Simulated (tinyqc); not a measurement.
Inside a calculation. Model: dopants and charged point defects at anneal temperature: Fermi-level effect, clustering and pairing. Computed by tinyqc, a small Python program that keeps every step. Command: `OMP_NUM_THREADS=1 python tinyqc.py 3005116 3005117 out.jsonl pairing walk`. One thread of a shared host (Intel(R) Xeon(R) Processor @ 2.30GHz), about 0.02 s of CPU time with the checks. Intermediate numbers are printed to about 7 digits and carried at full precision; extremes and crossings named in words are read from the listed rows.

Boltzmann statistics and full ionisation of active dopants. Energies are counted from the valence band; the defect (a vacancy or self-interstitial) has five charge states, with all degeneracy factors one.

Inputs (values chosen for the exercise, with bands modelled on GaAs):
```
quantity                                         value    unit
gap at 0 K E_g0                                   1.54      eV
Varshni alpha                                 0.000524    eV/K
Varshni beta                                       206       K
electron mass m_e                               0.0687     m_0
valleys M_c                                          1       -
hole mass m_h                                    0.534     m_0
anneal temperature T                               930       K
total dopant density N                         3.2e+20   cm^-3
formation enthalpy of the neutral defect H_f      3.08      eV
formation entropy S_f                              9.1     k_B
site density N_s                               2.9e+22   cm^-3
intrinsic dopant diffusivity D_i               6.3e-14  cm^2/s
anneal time t                                       90       s
dopant atoms per cluster k                           3       -
cluster binding energy E_b                        1.52      eV
```

Dopant: acceptor. Second part: clustering of the dopant.

defect levels as fractions of E_g(T): (2+/+), (+/0), (0/-), (-/2-): 0.15  0.31  0.51  0.78

Constants: m_0 = 9.1093837015e-31 kg; k_B = 1.380649e-23 J/K; h = 6.62607015e-34 J s; k_B = 8.617333262e-05 eV/K.

## The host at the anneal temperature

E_g = E_g0 - alpha T^2/(T + beta). N_c = 2 M_c (2 pi m_e k_B T/h^2)^(3/2) and N_v = 2 (2 pi m_h k_B T/h^2)^(3/2), masses in units of m_0. n_i = sqrt(N_c N_v) exp(-E_g/2 k_B T); E_i = E_g/2 + (k_B T/2) ln(N_v/N_c).

E_g = 1.141050 eV

k_B T = 0.08014120 eV

n_i = 9.294963e+15 cm^-3

E_i = 0.6937808 eV

effective density of states N_b of the majority band = 5.344738e+19 cm^-3

## Active and clustered dopant

p = A/2 + sqrt(A^2/4 + n_i^2) for an active density A. k ionised dopants and k carriers form one neutral cluster: C = N_s (A/N_s)^k (p/N_b)^k exp(E_b/k_B T), N_b the effective density of states of the majority band, and N = A + k C (60 bisections in ln A between ln N - 90 and ln N).

active density A = 2.050211e+19 cm^-3

clusters C = 9.983263e+19 cm^-3

active share = 0.06406908

94 % of the dopant is lost to clusters.

## Carrier density and Fermi level

chi = n/n_i (for acceptors n_i/p); E_F = E_i + k_B T ln chi; field enhancement h = 1 + A/sqrt(A^2 + 4 n_i^2).

p = 2.050211e+19 cm^-3

chi = 4.533662e-04

E_F = 0.07678888 eV

field enhancement h = 2.000000

The doping is 2210 n_i: extrinsic conditions.

## Charged defects

C_0 = N_s exp(S_f/k_B) exp(-H_f/k_B T). Ratios to the neutral state at E_F = E_i: r_+ = exp((E(+/0) - E_i)/k_B T), r_2+ = r_+ exp((E(2+/+) - E_i)/k_B T), r_- = exp((E_i - E(0/-))/k_B T), r_2- = r_- exp((E_i - E(-/2-))/k_B T); at other E_F state q scales as chi^(-q). The enhancement is sum r_q chi^(-q)/sum r_q. The charge on the defects is left out of neutrality.

neutral defects C_0 = 5.291752e+09 cm^-3

Charge states:
```
state       ratio r  intrinsic (cm^-3)  doped (cm^-3)
2+     2.113701e-05       1.118518e+05   5.441829e+11
+      1.436152e-02       7.599758e+07   1.676296e+11
0      1.000000e+00       5.291752e+09   5.291752e+09
-      4.037417e+00       2.136501e+10   9.686172e+06
2-     3.488730e-01       1.846149e+09   3.794592e+02
```

all defects, doped = 7.171139e+11 cm^-3

enhancement over intrinsic = 25.09232

mean charge = 1.751445 e

Doping leaves the neutral state alone and multiplies the total by 25.1; the most common state is 2+ (in intrinsic material -).

## Dopant diffusivity

If every charge state of the defect carries the dopant equally well, D = D_i x enhancement x h x (active share A/N, a rough stand-in that overstates the dA/dN which immobile clusters call for), D_i being an input held fixed when T or H_f is moved; diffusion length 2 sqrt(D t).

effective diffusivity D = 2.025628e-13 cm^2/s

D/D_i = 3.215283

diffusion length = 85.39474 nm

## Against doping

chi = n/n_i; h = 1 + A/sqrt(A^2 + 4 n_i^2); the dopant diffusivity over its intrinsic value is D/D_i = enhancement x h x A/N, if every charge state carries the dopant equally well.

Trend at the anneal temperature:
```
N (cm^-3)  active A (cm^-3)           chi  defect enhancement  mean charge     D/D_i
2.80e+14       2.800000e+14  9.850515e-01             0.98695    -0.870417   1.00181
1.70e+15       1.700000e+15  9.127252e-01             0.92423    -0.851564   1.00839
1.10e+16       1.100000e+16  5.702329e-01             0.63714    -0.727656   0.96159
6.80e+16       6.800000e+16  1.342279e-01             0.30670    -0.268757   0.60254
4.20e+17       4.200000e+17  2.212004e-02             0.32995     0.362529   0.65957
2.60e+18       2.598758e+18  3.576649e-03             1.23727     1.093296   2.47333
1.60e+19       1.052331e+19  8.832729e-04             8.21301     1.588100  10.80350
1.00e+20       1.656867e+19  5.609961e-04            17.36160     1.705572   5.75317
6.40e+20       2.312591e+19  4.019284e-04            31.02852     1.774809   2.24238
```

Well below n_i = 9.29e15 cm^-3 chi and the enhancement are near 1. At any doping d ln(enhancement)/d ln chi equals minus the mean charge, which goes from -0.87 to +1.77 over the rows. The defect density first falls, because doping removes the states with the sign of the ionised dopant before it feeds the opposite ones. Clustering bends A over: its exponent in N falls to 0.18, towards 1/(2k) = 0.167, and D/D_i peaks at N = 1.6e19 cm^-3.

## Activation against anneal temperature

The formulas are those given above.

Equilibrium activation:
```
T (K)   n_i (cm^-3)  active A (cm^-3)  clusters C (cm^-3)  active share
560    5.823340e+12      1.753539e+18        1.060822e+20     0.0054798
650    7.229224e+13      4.051476e+18        1.053162e+20     0.0126609
740    5.010786e+14      7.724979e+18        1.040917e+20     0.0241406
840    2.718084e+15      1.358961e+19        1.021368e+20     0.0424675
930    9.294963e+15      2.050211e+19        9.983263e+19     0.0640691
1020   2.595267e+16      2.890412e+19        9.703196e+19     0.0903254
1120   6.784715e+16      3.984820e+19        9.338393e+19     0.1245256
```

The active share goes from 0.00548 at 560 K to 0.125 at 1120 K, so a layer activated by a hot, short anneal is metastable and deactivates in later, cooler steps if the dopant can move. Over the first three rows, where most dopant is clustered, a fit of ln A rises with slope 0.294 eV against -1/k_B T, near E_b/(2k) = 0.253 eV plus 0.75 k_B T.

Checks made by the program: conservation of the dopant (relative difference below 1e-10); ratios against Boltzmann factors of formation energies at E_F (relative difference below 1e-10).
